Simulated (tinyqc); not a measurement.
One-diode model of a solar cell: one step of the calculation.

J is the current delivered and Vj = V + J Rs the junction voltage. J = X JL - J01 (exp(Vj/(n1 Vt)) - 1) - Vj/Rp. The photocurrent does not depend on voltage.

Question. Figures of merit. Jsc at V = 0, Voc at J = 0, the maximum power point where J (1 + 2 Rs G) = G Vj with G = -dJ/dVj; FF = Vmp Jmp/(Voc Jsc); efficiency Vmp Jmp/(X Pin). Empirical fill factor without parasitics FF0 = (v - ln(v + 0.72))/(v + 1), v = Voc/(n1 Vt).

Values chosen for this exercise; values of the order met in cells of germanium:
- T = 298.15 K (temperature)
- JL = 43.5 mA/cm^2 (photocurrent at one sun)
- X = 1 suns (concentration)
- J01 = 0.00061 A/cm^2 (saturation current of the diode)
- n1 = 1.69 (ideality factor of the diode)
- Rs = 0 ohm cm^2 (series resistance)
- Rp = 200 ohm cm^2 (shunt resistance)
- Pin = 100 mW/cm^2 (incident power at one sun)

Constants: q = 1.602176634e-19 C, kB = 1.380649e-23 J/K, Vt = kB T/q. Results are converted to the units shown.

Wanted: Jsc; Voc; Vmp; Jmp; FF; efficiency; FF0.

Answer.

Jsc = 43.500 mA/cm^2
Voc = 0.18496 V
Vmp = 0.12561 V
Jmp = 32.474 mA/cm^2
FF = 0.50698
efficiency = 4.0791 %
FF0 = 0.50466

FF is 0.46 % above FF0. Removing one loss at a time changes the efficiency by: shunt +0.08 points.

Numbers from tinyqc (`OMP_NUM_THREADS=1 python tinyqc.py 2280105 2280106 out.jsonl`; about 0.01 s on one thread of a shared Intel Xeon 2.30GHz).
